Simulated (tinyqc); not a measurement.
Worked calculation: surface photovoltage measurement of the minority-carrier diffusion length in a wafer. Computed by tinyqc, a small Python program that keeps every step. Command: `OMP_NUM_THREADS=1 python tinyqc.py 3130530 3130531 out.jsonl spv walk`. One thread of a shared host (Intel(R) Xeon(R) Processor @ 2.30GHz), about 0.01 s of CPU time with the checks. Intermediate numbers are printed to about 7 digits and carried at full precision; extremes and crossings named in words are read from the listed rows.

Low injection, steady light, a depletion layer much thinner than 1/alpha and L. The excess density dn is taken at the front edge of the neutral region; light that reaches the back is lost.

Inputs (values chosen for the exercise, modelled on p-type silicon at room temperature):
```
quantity                                              value               unit
diffusion length L                                       34         micrometre
wafer thickness W                                       525         micrometre
diffusivity D                                          32.4             cm^2/s
front recombination velocity S_f                      16000               cm/s
back recombination velocity S_b                       35000               cm/s
photon flux entering                                2.6e+12         1/(cm^2 s)
minority density at the surface barrier scale n_0   8.1e+08             1/cm^3
temperature T                                           298                  K
wavelength                                              921                 nm
relative noise of each reading                            0                  %
diffusion length after pair splitting over L           0.81                  -
iron factor C                                      1.01e+16  micrometre^2/cm^3
```

Constants: k_B = 8.617333262e-05 eV/K.

## One wavelength

alpha = (84.732/lambda - 76.417)^2 per cm with lambda in micrometre (an empirical fit for silicon between 0.7 and 1.05 micrometre). Thick wafer: dn = Phi L/((S_f + D/L)(L + 1/alpha)). Finite wafer, with s = S_b L/D, w = W/L, a = alpha L: dn = [Phi a/(a^2 - 1)] [a - B - exp(-alpha W)(a - s)/(cosh w + s sinh w)]/(S_f + B D/L), B = (sinh w + s cosh w)/(cosh w + s sinh w). Photovoltage V = (k_B T/e) ln(1 + dn/n_0). Lifetime = L^2/D.

alpha = 242.8299 1/cm

penetration depth 1/alpha = 41.18109 micrometre

dn, thick wafer = 4.605776e+07 1/cm^3

B = 1

dn, finite wafer = 4.605776e+07 1/cm^3

photovoltage V = 1.420177 mV

lifetime = 0.3567901 microsecond

## The linear plot

normal deviates g for the noise: 0.02  1.33  0.26  -1.40  1.67  0.21  0.92

Readings y = (Phi/dn) (1 + noise x g) at 780, 830, 880, 920, 950, 975 and 995 nm; a least-squares line y = c (1/alpha + L_app) gives L_app = intercept/slope.

Readings:
```
lambda (nm)  1/alpha (micrometre)  y (cm/s)  line (cm/s)
780                        9.6364   32765.1      32765.1
830                       15.1760   36924.5      36924.5
880                       25.3298   44548.7      44548.7
920                       40.6576   56057.8      56057.8
950                       61.2783   71541.2      71541.2
975                       90.9173   93796.0      93796.0
995                      130.8877  123808.4     123808.4
```

slope = 750.8651 cm/(s micrometre)

apparent length L_app = 34.00000 micrometre

error of L_app (rounded to 0.001) = 0 %

At W/L = 15.4 the finite thickness shifts L_app by less than 0.05 %. S_f scales all readings alike and leaves L_app unchanged.

## Where the wafer is too thin

No noise; L is varied at fixed W, and the last two columns set S_b to 0 and to 1e7 cm/s.

Apparent length (micrometre):
```
L            W/L  given S_b   S_b = 0  S_b = 1e7
26.2    20.03817    26.2000    26.200    26.2000
52.5    10.00000    52.4998    52.500    52.4997
105.0    5.00000   104.8456   105.124   104.8212
158.0    3.32278   155.7813   159.989   155.5385
262.0    2.00382   238.1448   285.488   236.6109
420.0    1.25000   311.8323   544.355   307.8778
682.0    0.76979   361.6094  1138.198   355.2950
1100.0   0.47727   386.0161  2285.073   378.3288
2100.0   0.25000   398.4687  4581.973   390.0263
```

With a fast back surface L_app levels off, at 390 micrometre in the last row; with a passive one it reaches up to 2.18 times L among these rows and is 4580 in the last. All three columns are within 5 % of L down to W/L = 3.3.

## Iron from two lengths

Splitting iron-boron pairs in boron-doped silicon shortens L; with nothing else changing, [Fe] = C (1/L_after^2 - 1/L^2). It is evaluated with the true lengths and with the apparent ones (without noise), which differ when the wafer is not thick against L.

L_after = 27.54 micrometre

[Fe] from the true lengths = 4.579580e+12 1/cm^3

[Fe] from the apparent lengths = 4.579580e+12 1/cm^3

bias, apparent over true less 1 (rounded to 0.001) = 0 %

Checks made by the program: dn against a finite-difference solution (relative difference 4e-06).
